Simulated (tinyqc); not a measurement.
Crystal pulling from the melt: segregation, interface stability, heat balance and point-defect regime: one step, computed by the program tinyqc.

A dilute solute; steady pulling with a flat interface unless it is found unstable.

Task: Heat balance and the ratio V/G. k_S G_S = k_L G_L + L V; the largest rate for this G_S, with G_L = 0, is k_S G_S/L. Voronkov: the crystal grows vacancy-rich if V/G_S > xi_c and interstitial-rich if below; at fixed G_L the neutral rate solves V = xi_c G_S(V).

Inputs (values chosen for the exercise, modelled on antimony in silicon):

| quantity | value | unit |
|---|---|---|
| pull rate V | 1.6 | mm/min |
| gradient in the melt G_L | 14 | K/cm |
| solid conductivity k_S | 22.1 | W/(m K) |
| melt conductivity k_L | 56.9 | W/(m K) |
| latent heat per volume L | 4170 | J/cm^3 |
| critical ratio xi_c | 0.14 | mm^2/(min K) |

Give: gradient in the solid G_S; largest rate; V/G_S; neutral pull rate.

Result:

gradient in the solid G_S = 86.36 K/cm

largest rate = 2.746 mm/min

V/G_S = 0.1853 mm^2/(min K)

neutral pull rate = 0.9016 mm/min

V/G_S is 1.32 xi_c: vacancies survive and can cluster into voids. Latent heat makes up 58 % of the flux.
